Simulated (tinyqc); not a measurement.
Energy and lattice constant: complex band structure along [001] in sp3s* tight binding.

For k = (0, 0, kz) the phase sums are g0 = cos(phi) and g3 = i sin(phi), phi = kz a/4, and the s, pz, s* orbitals of anion (a) and cation (c) decouple from px, py. With z = exp(i phi), H(z) = H0 + z T + T^T/z for any complex z. H0 is diagonal (Esa, Epa, Exa, Esc, Epc, Exc). The anion-cation block is B(z) = z U + W/z and the cation-anion block z W^T + U^T/z, where U has Vss/2 (s,s), Vsapc/2 (s,z), -Vscpa/2 (z,s), Vxx/2 (z,z), Vxapc/2 (s*,z), -Vpaxc/2 (z,s*), and W has the same values with the s-z and s*-z signs reversed. |z| = 1 is a band state, |z| < 1 decays along [001] as exp(-kappa d) over a distance d, kappa = -(4/a) ln|z|. No spin-orbit coupling.

Values chosen for the exercise (out of a larger set: near a published set for GaAs, fitted to gaps, whose masses and valley positions are rough (light masses up to twice too heavy); not measured data):

| symbol | value | unit | meaning |
|---|---|---|---|
| p | (-8.368, 1.044, -2.66, 3.681, 8.596, 6.766, -6.426, 1.953, 5.08, 4.48, 5.768, 4.835, 4.8) | eV | order Esa, Epa, Esc, Epc, Exa, Exc, Vss, Vxx, Vxy, Vsapc, Vscpa, Vxapc, Vpaxc |
| a | 5.654 | angstrom | lattice constant |
| dE | 0.87 | eV | E - Ev |

The slowest root of the s-pz block and the heavy-hole branch, sinh^2(kappa a/4) = ((E - Epa)(E - Epc) - Vxx^2)/(Vxx^2 - Vxy^2), at E = Ev + dE with Ev the lower root of [[Epa, Vxx], [Vxx, Epc]]; the couplings are kept when a changes.

Results for these values:

| case | slowest kappa (1/angstrom) | heavy-hole kappa (1/angstrom) |
|---|---|---|
| base | 0.0982 | 0.2693 |

What happens to each result for dE = 0.84 eV, all else kept?

Answer: slowest kappa rises from 0.0982 to 0.0985; heavy-hole kappa falls from 0.2693 to 0.2658.

The same for each parameter in turn:

| case | slowest kappa (1/angstrom) | heavy-hole kappa (1/angstrom) |
|---|---|---|
| base | 0.0982 | 0.2693 |
| dE = 0.84 eV | 0.0985 | 0.2658 |
| a = 5.824 angstrom | 0.0954 | 0.2614 |

With the couplings fixed, kappa a stays, so kappa scales as 1/a.

Program tinyqc; command `OMP_NUM_THREADS=1 python tinyqc.py 1480970 1480971 out.jsonl`; about 0.02 s on one thread of a shared Intel(R) Xeon(R) Processor @ 2.30GHz.
